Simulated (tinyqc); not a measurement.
Thin-film transistor with exponential tail and deep states, accumulation layer: two steps of the calculation.

An undoped film in accumulation, thicker than the space-charge layer. With band bending psi the Fermi level lies E0 - psi below the band edge. Free electrons n = n0 exp(psi/Vt) carry the current; electrons in two exponential distributions of traps, a = a0 exp(psi/Va) and d = d0 exp(psi/Vp), do not. Linear regime, ohmic contacts, traps in equilibrium.

Parameters, values chosen for the exercise; values close to those of an organic semiconductor: temperature T = 290 K; relative permittivity of the semiconductor eps_r = 3.2; band mobility mb = 3 cm^2/(V s); characteristic temperature of the tail Tt = 490 K; characteristic temperature of the deep states Td = 1250 K; gate capacitance Ci = 100 nF/cm^2; ratio W/L WL = 20; drain voltage Vd = 0.1 V; gate voltage above flat band Vg = 3.6 V.

Constants: q = 1.602176634e-19 C, kB = 1.380649e-23 J/K, Vt = kB T/q, eps0 = 8.8541878128e-14 F/cm where lengths are in cm. Results are converted to the units shown.

Problem 1. Surface potential by Newton steps. Va = kB Tt/q, Vp = kB Td/q. G(psi) = sum over the three kinds of c0 [V (exp(psi/V) - 1) - psi], field F = sqrt(2 q G/(eps0 eps_r)); Vg = psi + eps0 eps_r F/Ci at the surface. f = psi + eps0 eps_r F/Ci - Vg, f' = 1 + q rho/(Ci F) with rho = sum c0 (exp(psi/V) - 1); psi(new) = psi - f/f'.

psi at the start = 0.39 V
n0 = 7.5462450e8 cm^-3
a0 = 5.5783902e13 cm^-3
d0 = 8.0528107e14 cm^-3

Wanted: F; f; f'; psi after iteration 1.

Solution 1.

F = 175.07 kV/cm
f = -2.7140 V
f' = 6.5479
psi after iteration 1 = 0.80448 V

Problem 2. Free and total charge, current. Total charge Q = Ci (Vg - psi_s); free charge Qf = q times the integral of n0 (exp(psi/Vt) - 1)/F over psi from 0 to psi_s; I = (W/L) mb Qf Vd; effective mobility mb Qf/Q.

psi_s = 0.545368160 V
n0 = 7.54624500e8 cm^-3
a0 = 5.57839015e13 cm^-3
d0 = 8.05281070e14 cm^-3

Wanted: surface densities; Q; Qf; effective mobility; I.

Solution 2.

surface densities (cm^-3): free 2.267e18, tail 2.269e19, deep 1.273e17
Q = 305.5 nC/cm^2
Qf = 12.01 nC/cm^2
effective mobility = 0.1179 cm^2/(V s)
I = 72.05 nA

Program tinyqc, `OMP_NUM_THREADS=1 python tinyqc.py 2610012 2610013 out.jsonl`; Intel Xeon 2.30GHz, shared host, one thread, about 0.02 s.
